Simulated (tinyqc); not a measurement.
# From one set of inputs to another, one input at a time

Model: configuration-coordinate model of a defect: Huang-Rhys factor and luminescence line shape. Computed by tinyqc, a small Python program. Command: `OMP_NUM_THREADS=1 python tinyqc.py 3014391 3014392 out.jsonl ccline ladder`. One thread of a shared host (Intel(R) Xeon(R) Processor @ 2.30GHz), about 0.05 s of CPU time with the checks.

Ground state E_g(Q) = (1/2) omega_g^2 Q^2; excited state E_e(Q) = E_0 + (1/2) omega_e^2 (Q - dQ)^2 with E_0 = E_ZPL - (hbar omega_e - hbar omega_g)/2. Q is mass-weighted; the dipole does not depend on Q (Condon approximation).

The inputs printed are set A. Inputs not listed in the table keep their values of set A, so the rows need not describe a real material.

Inputs (values chosen for the exercise, for a model defect):
```
quantity                           value              unit
zero-phonon energy E_ZPL             1.1                eV
displacement dQ                     1.96  u^(1/2) angstrom
ground-state phonon hbar omega_g    25.8               meV
excited-state phonon hbar omega_e   22.6               meV
temperature T                        200                 K
```

Modes: different frequencies.

Constants: hbar^2/u = 4.18015928e-03 eV angstrom^2; k_B = 8.617333262e-05 eV/K.

Method:
- S = hbar omega dQ^2/(2 hbar^2/u) for each state; relaxation energy S hbar omega; absorption at E_0 + S_e hbar omega_e, emission at E_0 - S_g hbar omega_g; the Stokes shift is their difference.
- Overlaps <m_e|n_g> of harmonic-oscillator functions (Hermite recursion, positive leading coefficients) by a sum over an even grid (700 points from x = -9 to 9 + d for the small table, 1500 points from -16 to 16 + d for the thermal sums), with x = Q sqrt(omega_g/hbar), d = sqrt(2 S_g) and frequency ratio omega_e/omega_g.
- Initial levels m = 0..24 carry Boltzmann weights exp(-m hbar omega_e/k_B T), normalised; final levels n = 0..79; a line lies at E_ZPL + m hbar omega_e - n hbar omega_g with weight w_m <m|n>^2. Moments are taken over these weights without the E^3 factor; FWHM = 2 sqrt(2 ln 2) x standard deviation; the zero-phonon weight is w_0 <0|0>^2, since the other m -> m lines are offset by m (hbar omega_e - hbar omega_g).

Each row keeps all changes above it:
```
input moved                              from    to     S_g  Stokes shift (eV)  FWHM from the second moment (eV)
set A                                       -     -  11.855            0.54056                           0.29480
excited-state phonon hbar omega_e (meV)  22.6  12.9  11.855            0.38233                           0.50275
ground-state phonon hbar omega_g (meV)   25.8    16   7.352            0.19410                           0.19092
zero-phonon energy E_ZPL (eV)             1.1  4.41   7.352            0.19410                           0.19092
temperature T (K)                         200   120   7.352            0.19410                           0.15325
displacement dQ (u^(1/2) angstrom)       1.96  2.56  12.542            0.33112                           0.19998
```

Where does the difference come from?

S_g goes from 11.9 to 12.5, a factor 1.06 in all. The largest single move comes from displacement dQ (a factor 1.71), and ground-state phonon hbar omega_g works against it (a factor 0.620). Stokes shift goes from 0.541 to 0.331, a factor 0.613 in all. The largest single move comes from ground-state phonon hbar omega_g (a factor 0.508), and displacement dQ works against it (a factor 1.71). FWHM from the second moment goes from 0.295 to 0.200, a factor 0.678 in all. The largest single move comes from ground-state phonon hbar omega_g (a factor 0.380), and excited-state phonon hbar omega_e works against it (a factor 1.71). The single moves hold for this order of the switches; the total does not depend on the order.

Extremes, crossings and ranges named in words are read from the listed rows.
